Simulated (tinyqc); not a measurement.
CMOS inverter, nodal equation and switching: one step of the calculation.

An n-channel pull-down (bn, VTn) and a p-channel pull-up (bp, VTp) share the input Vin and the output node Vout, which carries the load C. Transistor (EKV form, voltages against the body): I = 2 n b Vt^2 [F(vp - Vs) - F(vp - Vd)] from drain to source, F(v) = ln^2(1 + exp(v/(2 Vt))), vp = (Vg - VT + sg |Vd - Vs|)/n. n-channel bodies are at 0; for the p-channel device all voltages are counted down from Vdd. b in uA/V^2 gives I in uA. Static: In = Ip. Transient: C dVout/dt = Ip - In. No velocity saturation, no gate capacitance beyond C.

Problem. Transfer curve. For each Vin solve In = Ip; gain = dVout/dVin.

Parameters, values chosen for the exercise:
- T = 273 K (temperature)
- Vdd = 1 V (supply voltage)
- n = 1.22 (slope factor)
- sg = 0.086 (drain-induced barrier lowering)
- VTn = 0.39 V (n-channel threshold)
- VTp = 0.44 V (p-channel threshold (magnitude))
- bn = 360 uA/V^2 (gain factor of the pull-down transistor)
- bp = 180 uA/V^2 (gain factor of the pull-up transistor)
- Vin = 0.45 V (input voltage)

Constants: q = 1.602176634e-19 C, kB = 1.380649e-23 J/K, Vt = kB T/q. Results are converted to the units shown.

| point | Vin (V) |
|---|---|
| 0 | 0 |
| 1 | 0.1 |
| 2 | 0.2 |
| 3 | 0.3 |
| 4 | 0.4 |
| 5 | 0.5 |
| 6 | 0.6 |
| 7 | 0.7 |
| 8 | 0.8 |
| 9 | 0.9 |
| 10 | 1 |

Find: Vout; supply current; gain.

Solution.

| point | Vout (V) | supply current (uA) | gain |
|---|---|---|---|
| 0 | 1.000 | 1.215e-5 | 0.000 |
| 1 | 1.000 | 3.869e-4 | 0.000 |
| 2 | 1.000 | 0.01113 | -0.006 |
| 3 | 0.995 | 0.2090 | -0.134 |
| 4 | 0.928 | 1.497 | -2.294 |
| 5 | 0.058 | 1.566 | -1.969 |
| 6 | 0.005 | 0.3313 | -0.116 |
| 7 | 0.000 | 0.02638 | -0.008 |
| 8 | 0.000 | 0.001063 | 0.000 |
| 9 | 0.000 | 3.444e-5 | 0.000 |
| 10 | 0.000 | 1.067e-6 | 0.000 |

The switching point Vin = Vout lies at 0.4534 V, with a gain of -11.6.

Computed by the program tinyqc: `OMP_NUM_THREADS=1 python tinyqc.py 2340141 2340142 out.jsonl`, one thread of a shared Intel Xeon 2.30GHz, about 0.04 s for the whole run.
